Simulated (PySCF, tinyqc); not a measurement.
Worked calculation: RHF in the sto-3g basis, for H6, spin multiplicity 1. The lowest restricted solution is unstable here: a spin-polarised one lies 0.0238 hartree lower (PySCF). One step of it, computed by the program tinyqc.

Problem. Iteration 3: building the Fock matrix. J_ij = sum D_kl (ij|kl), K_ij = sum D_kl (ik|jl); F = H + J - 0.5 K; E = tr D H + tr D J / 2 - 0.25 tr D K + E_nn.

D after iteration 2, lower triangle:
```
           1H 1s      2H 1s      3H 1s      4H 1s     5H 1s     6H 1s
1H 1s   0.705541
2H 1s   0.599259   0.646707
3H 1s  -0.103967   0.201919   0.642188
4H 1s  -0.391896  -0.152180   0.504019   0.735937
5H 1s   0.018463  -0.077608  -0.103890   0.276980  0.660355
6H 1s   0.371578   0.082771  -0.483794  -0.247331  0.552765  0.838162
```

core Hamiltonian H = T + V (hartree), lower triangle:
```
           1H 1s      2H 1s      3H 1s      4H 1s      5H 1s      6H 1s
1H 1s  -1.570530
2H 1s  -0.936985  -1.976500
3H 1s  -0.230739  -1.140864  -2.096688
4H 1s  -0.029492  -0.244163  -1.062639  -2.097003
5H 1s  -0.002667  -0.035571  -0.244588  -1.142342  -1.976690
6H 1s  -0.000117  -0.002661  -0.029493  -0.230733  -0.935775  -1.570114
```

Two-electron integrals (ij|kl) in chemists' order, unique and non-zero (hartree):
```
(11|11) 0.774606   (21|11) 0.263914   (21|21) 0.119359   (22|11) 0.445500
(22|21) 0.263914   (22|22) 0.774606   (31|11) 0.043283   (31|21) 0.021786
(31|22) 0.055721   (31|31) 0.004619   (32|11) 0.156786   (32|21) 0.094406
(32|22) 0.296561   (32|31) 0.023851   (32|32) 0.146603   (33|11) 0.247698
(33|21) 0.146235   (33|22) 0.469016   (33|31) 0.043283   (33|32) 0.296561
(33|33) 0.774606   (41|11) 0.003673   (41|21) 0.002012   (41|22) 0.005630
(41|31) 0.000477   (41|32) 0.002725   (41|33) 0.005630   (41|41) 0.000055
(42|11) 0.024170   (42|21) 0.014069   (42|22) 0.043283   (42|31) 0.003763
(42|32) 0.023851   (42|33) 0.055721   (42|41) 0.000477   (42|42) 0.004619
(43|11) 0.086928   (43|21) 0.048499   (43|22) 0.146235   (43|31) 0.014069
(43|32) 0.094406   (43|33) 0.263914   (43|41) 0.002012   (43|42) 0.021786
(43|43) 0.119359   (44|11) 0.163525   (44|21) 0.086928   (44|22) 0.247698
(44|31) 0.024170   (44|32) 0.156786   (44|33) 0.445500   (44|41) 0.003673
(44|42) 0.043283   (44|43) 0.263914   (44|44) 0.774606   (51|11) 0.000225
(51|21) 0.000128   (51|22) 0.000379   (51|31) 0.000034   (51|32) 0.000209
(51|33) 0.000484   (51|41) 4.24e-06   (51|42) 0.000040   (51|43) 0.000188
(51|44) 0.000366   (51|51) 3.58e-07   (52|11) 0.002643   (52|21) 0.001482
(52|22) 0.004447   (52|31) 0.000409   (52|32) 0.002633   (52|33) 0.006634
(52|41) 0.000055   (52|42) 0.000570   (52|43) 0.002930   (52|44) 0.006633
(52|51) 0.000005   (52|52) 0.000077   (53|11) 0.016153   (53|21) 0.008689
(53|22) 0.025123   (53|31) 0.002430   (53|32) 0.015781   (53|33) 0.043368
(53|41) 0.000350   (53|42) 0.003868   (53|43) 0.021827   (53|44) 0.055822
(53|51) 0.000034   (53|52) 0.000571   (53|53) 0.004636   (54|11) 0.068096
(54|21) 0.035185   (54|22) 0.096835   (54|31) 0.009379   (54|32) 0.058345
(54|33) 0.157016   (54|41) 0.001372   (54|42) 0.015773   (54|43) 0.094548
(54|44) 0.297009   (54|51) 0.000138   (54|52) 0.002636   (54|53) 0.023924
(54|54) 0.146994   (55|11) 0.124133   (55|21) 0.062644   (55|22) 0.167510
(55|31) 0.016129   (55|32) 0.096738   (55|33) 0.247812   (55|41) 0.002264
(55|42) 0.025087   (55|43) 0.146319   (55|44) 0.469335   (55|51) 0.000225
(55|52) 0.004447   (55|53) 0.043368   (55|54) 0.297009   (55|55) 0.774606
(61|11) 0.000007   (61|21) 3.69e-06   (61|22) 0.000011   (61|31) 1.02e-06
(61|32) 0.000007   (61|33) 0.000017   (61|41) 1.41e-07   (61|42) 1.47e-06
(61|43) 0.000008   (61|44) 0.000017   (61|51) 1.30e-08   (61|52) 2.00e-07
(61|53) 1.48e-06   (61|54) 0.000007   (61|55) 0.000011   (62|11) 0.000147
(62|21) 0.000078   (62|22) 0.000224   (62|31) 0.000022   (62|32) 0.000137
(62|33) 0.000366   (62|41) 3.07e-06   (62|42) 0.000034   (62|43) 0.000187
(62|44) 0.000483   (62|51) 2.94e-07   (62|52) 4.99e-06   (62|53) 0.000040
(62|54) 0.000208   (62|55) 0.000378   (62|61) 1.29e-08   (62|62) 3.56e-07
(63|11) 0.001571   (63|21) 0.000816   (63|22) 0.002263   (63|31) 0.000219
(63|32) 0.001370   (63|33) 0.003673   (63|41) 0.000031   (63|42) 0.000350
(63|43) 0.002012   (63|44) 0.005630   (63|51) 3.08e-06   (63|52) 0.000055
(63|53) 0.000478   (63|54) 0.002728   (63|55) 0.005631   (63|61) 1.41e-07
(63|62) 4.23e-06   (63|63) 0.000055   (64|11) 0.011884   (64|21) 0.006010
(64|22) 0.016123   (64|31) 0.001554   (64|32) 0.009366   (64|33) 0.024170
(64|41) 0.000219   (64|42) 0.002426   (64|43) 0.014069   (64|44) 0.043283
(64|51) 0.000022   (64|52) 0.000409   (64|53) 0.003769   (64|54) 0.023879
(64|55) 0.055720   (64|61) 1.02e-06   (64|62) 0.000034   (64|63) 0.000477
(64|64) 0.004619   (65|11) 0.048130   (65|21) 0.023874   (65|22) 0.062557
(65|31) 0.006004   (65|32) 0.035100   (65|33) 0.086837   (65|41) 0.000815
(65|42) 0.008663   (65|43) 0.048451   (65|44) 0.146098   (65|51) 0.000079
(65|52) 0.001480   (65|53) 0.014075   (65|54) 0.094402   (65|55) 0.263504
(65|61) 3.69e-06   (65|62) 0.000127   (65|63) 0.002010   (65|64) 0.021760
(65|65) 0.119032   (66|11) 0.098580   (66|21) 0.048185   (66|22) 0.124103
(66|31) 0.011884   (66|32) 0.068005   (66|33) 0.163525   (66|41) 0.001571
(66|42) 0.016123   (66|43) 0.086928   (66|44) 0.247698   (66|51) 0.000147
(66|52) 0.002642   (66|53) 0.024205   (66|54) 0.156927   (66|55) 0.445200
(66|61) 0.000007   (66|62) 0.000224   (66|63) 0.003673   (66|64) 0.043283
(66|65) 0.263504   (66|66) 0.774606
```

nuclear repulsion = 4.30190745 hartree

Give: Coulomb J; exchange K; Fock matrix F; total energy of this density.

Solution.

Coulomb J (hartree), lower triangle:
```
       1H 1s  2H 1s  3H 1s  4H 1s  5H 1s  6H 1s
1H 1s  1.806
2H 1s  0.856  2.174
3H 1s  0.191  1.044  2.292
4H 1s  0.022  0.205  0.987  2.348
5H 1s  0.002  0.027  0.208  1.077  2.247
6H 1s  0.000  0.002  0.023  0.197  0.888  1.892
```

exchange K (hartree), lower triangle:
```
        1H 1s   2H 1s   3H 1s  4H 1s  5H 1s  6H 1s
1H 1s   0.940
2H 1s   0.713   1.098
3H 1s   0.204   0.637   1.049
4H 1s  -0.021   0.173   0.681  1.144
5H 1s  -0.008   0.018   0.186  0.688  1.132
6H 1s   0.029  -0.008  -0.037  0.178  0.711  1.010
```

Fock matrix F (hartree), lower triangle:
```
        1H 1s   2H 1s   3H 1s   4H 1s   5H 1s   6H 1s
1H 1s  -0.234
2H 1s  -0.437  -0.351
3H 1s  -0.142  -0.416  -0.329
4H 1s   0.003  -0.126  -0.416  -0.321
5H 1s   0.003  -0.017  -0.130  -0.409  -0.296
6H 1s  -0.015   0.003   0.011  -0.123  -0.403  -0.183
```

total energy of this density = -3.05450 hartree
